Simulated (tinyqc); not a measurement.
Holstein polaron on two sites: one step, computed by the program tinyqc. Command: `OMP_NUM_THREADS=1 python tinyqc.py 3017453 3017454 out.jsonl holstein walk`. One thread of a shared host (Intel(R) Xeon(R) Processor @ 2.30GHz), about 0.01 s of CPU time with the checks.

One electron on sites 1 and 2: H = -t (c1+ c2 + c2+ c1) + hbar omega sum_i b_i+ b_i - g hbar omega sum_i n_i (b_i + b_i+). The symmetric phonon shifts the energy by -g^2 hbar omega/2 and drops out; with b = (b_1 - b_2)/sqrt(2) there remains H = -t sigma_x + hbar omega b+ b - (g hbar omega/sqrt(2)) sigma_z (b + b+). Parity splits it into blocks p = +1 and -1 over phonon numbers n. Zero-point energies are left out. Weights Z refer to mode b alone; the displaced symmetric mode multiplies the full zero-phonon weight by exp(-g^2/2).

Question. The even block in a small basis. Block p: H_nn = n hbar omega - p t (-1)^n - g^2 hbar omega/2, H_(n,n+1) = -(g hbar omega/sqrt(2)) sqrt(n + 1). Take p = +1 and n = 0..N-1.

Inputs (values chosen for the exercise, for a model dimer):
```
quantity                  value  unit
hopping t                    61   meV
phonon energy hbar omega    117   meV
coupling g                0.794     -
phonon levels kept N          6     -
```

Give: H, even block.

Answer.

H, even block (meV):
```
       1      2       3       4       5       6
1  -97.9  -65.7     0.0     0.0     0.0     0.0
2  -65.7  141.1   -92.9     0.0     0.0     0.0
3    0.0  -92.9   136.1  -113.8     0.0     0.0
4    0.0    0.0  -113.8   375.1  -131.4     0.0
5    0.0    0.0     0.0  -131.4   370.1  -146.9
6    0.0    0.0     0.0     0.0  -146.9   609.1
```
